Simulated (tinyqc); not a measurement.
Sp3 tight binding, zinc-blende lattice, step by step. Computed by tinyqc, a small Python program that keeps every step. Command: `OMP_NUM_THREADS=1 python tinyqc.py 20193 20194 out.jsonl` (the two numbers bound the seeds that draw the settings). One thread of a shared host (Intel(R) Xeon(R) Processor @ 2.60GHz), about 0.01 s of CPU time with the checks.

## Bloch Hamiltonian at k

Parameters chosen for this model: zinc-blende lattice, anion at 0, cation at a/4 (1,1,1); V = eta hbar^2 / (m d^2), hbar^2/m = 7.619964 eV angstrom^2:
```
parameter          value      unit
a               5.200000  angstrom
d               2.251666  angstrom
Es anion      -11.540000        eV
Ep anion       -5.660000        eV
Es cation     -11.540000        eV
Ep cation      -5.660000        eV
eta ss         -1.320000
eta sp          1.420000
eta pp sigma    2.220000
eta pp pi      -0.630000
V ss           -1.983896        eV
V sp            2.134191        eV
V pp sigma      3.336552        eV
V pp pi        -0.946859        eV
```

k point k (2 pi / a): 0.7300  0.0800  0.4100

Slater-Koster rules over the four bonds with direction cosines (l, m, n): ss V_ss; s-px l V_sp; px-s -l V_sp; px-px l^2 V_pps + (1 - l^2) V_ppp; px-py l m (V_pps - V_ppp); each times exp(i k.d).

H(k) at k (eV):
```
                  a s             a px             a py             a pz
a s          -11.5400           0.0000           0.0000           0.0000
a px           0.0000          -5.6600           0.0000           0.0000
a py           0.0000           0.0000          -5.6600           0.0000
a pz           0.0000           0.0000           0.0000          -5.6600
c s   -2.5909-0.5443i   0.1526+3.5639i   2.6758+0.2033i   0.4502+1.2082i
c px  -0.1526-3.5639i   0.6281+0.1319i  -0.5217-1.4000i  -3.1007-0.2356i
c py  -2.6758-0.2033i  -0.5217-1.4000i   0.6281+0.1319i  -0.1769-4.1297i
c pz  -0.4502-1.2082i  -3.1007-0.2356i  -0.1769-4.1297i   0.6281+0.1319i

                  c s             c px             c py             c pz
a s   -2.5909+0.5443i  -0.1526+3.5639i  -2.6758+0.2033i  -0.4502+1.2082i
a px   0.1526-3.5639i   0.6281-0.1319i  -0.5217+1.4000i  -3.1007+0.2356i
a py   2.6758-0.2033i  -0.5217+1.4000i   0.6281-0.1319i  -0.1769+4.1297i
a pz   0.4502-1.2082i  -3.1007+0.2356i  -0.1769+4.1297i   0.6281-0.1319i
c s          -11.5400           0.0000           0.0000           0.0000
c px           0.0000          -5.6600           0.0000           0.0000
c py           0.0000           0.0000          -5.6600           0.0000
c pz           0.0000           0.0000           0.0000          -5.6600
```

## Levels at k

Diagonalise the Hermitian matrix.

eigenvalues (eV): -16.0270  -12.9361  -11.2485  -10.3974  -3.5013  -2.3741  -0.7560  0.2005

weights |c|^2 of the basis functions:
```
      band 1  band 2  band 3  band 4  band 5  band 6  band 7  band 8
a s   0.4294  0.2698  0.0193  0.0099  0.2018  0.0587  0.0044  0.0068
a px  0.0498  0.0798  0.0845  0.1536  0.1453  0.3224  0.0422  0.1223
a py  0.0118  0.1071  0.2259  0.0632  0.1517  0.1157  0.1537  0.1709
a pz  0.0090  0.0434  0.1703  0.2733  0.0013  0.0032  0.2996  0.2000
c s   0.4294  0.2698  0.0193  0.0099  0.2018  0.0587  0.0044  0.0068
c px  0.0498  0.0798  0.0845  0.1536  0.1453  0.3224  0.0422  0.1223
c py  0.0118  0.1071  0.2259  0.0632  0.1517  0.1157  0.1537  0.1709
c pz  0.0090  0.0434  0.1703  0.2733  0.0013  0.0032  0.2996  0.2000
```

## Bloch Hamiltonian at G

k point G (2 pi / a): 0  0  0

As before.

H(k) at G (eV):
```
           a s     a px     a py     a pz       c s     c px     c py     c pz
a s   -11.5400   0.0000   0.0000   0.0000   -7.9356   0.0000   0.0000   0.0000
a px    0.0000  -5.6600   0.0000   0.0000    0.0000   1.9238   0.0000   0.0000
a py    0.0000   0.0000  -5.6600   0.0000    0.0000   0.0000   1.9238   0.0000
a pz    0.0000   0.0000   0.0000  -5.6600    0.0000   0.0000   0.0000   1.9238
c s    -7.9356   0.0000   0.0000   0.0000  -11.5400   0.0000   0.0000   0.0000
c px    0.0000   1.9238   0.0000   0.0000    0.0000  -5.6600   0.0000   0.0000
c py    0.0000   0.0000   1.9238   0.0000    0.0000   0.0000  -5.6600   0.0000
c pz    0.0000   0.0000   0.0000   1.9238    0.0000   0.0000   0.0000  -5.6600
```

## Levels at G

As before.

eigenvalues (eV): -19.4756  -7.5838  -7.5838  -7.5838  -3.7362  -3.7362  -3.7362  -3.6044

## Bands along a path

The same steps at evenly spaced points between the labelled ones.

Bands along the path (eV):
```
k           band 1    band 2    band 3    band 4   band 5   band 6   band 7   band 8
L         -16.6643  -13.4887   -9.4775   -9.4775  -4.4928  -1.8425  -1.8425   0.2458
L-G 0.25  -17.3538  -12.5423   -9.2629   -9.2629  -4.3639  -2.0571  -2.0571  -0.1399
L-G 0.50  -18.4262  -10.6927   -8.6828   -8.6828  -4.0588  -2.6372  -2.6372  -1.2223
L-G 0.75  -19.1996   -8.7131   -7.9607   -7.9607  -3.7632  -3.3593  -3.3593  -2.7241
G         -19.4756   -7.5838   -7.5838   -7.5838  -3.7362  -3.7362  -3.7362  -3.6044
G-X 0.25  -19.1052   -8.4770   -8.4770   -8.3056  -3.6490  -3.3402  -2.8430  -2.8430
G-X 0.50  -18.0356  -10.0021   -9.9214   -9.9214  -3.4154  -2.9469  -1.3986  -1.3986
G-X 0.75  -16.3858  -12.1235  -10.9876  -10.9876  -3.1148  -2.7759  -0.3324  -0.3324
X         -14.3390  -14.3390  -11.3712  -11.3712  -2.8610  -2.8610   0.0512   0.0512
X-W 0.25  -14.3390  -14.3390  -11.3712  -11.3712  -2.8610  -2.8610   0.0512   0.0512
X-W 0.50  -14.3390  -14.3390  -11.3712  -11.3712  -2.8610  -2.8610   0.0512   0.0512
X-W 0.75  -14.3390  -14.3390  -11.3712  -11.3712  -2.8610  -2.8610   0.0512   0.0512
W         -14.3390  -14.3390  -11.3712  -11.3712  -2.8610  -2.8610   0.0512   0.0512
```

With 4 band(s) filled, the highest filled level on these points lies at G and the lowest empty one at L: a gap of 3.0909 eV, indirect.
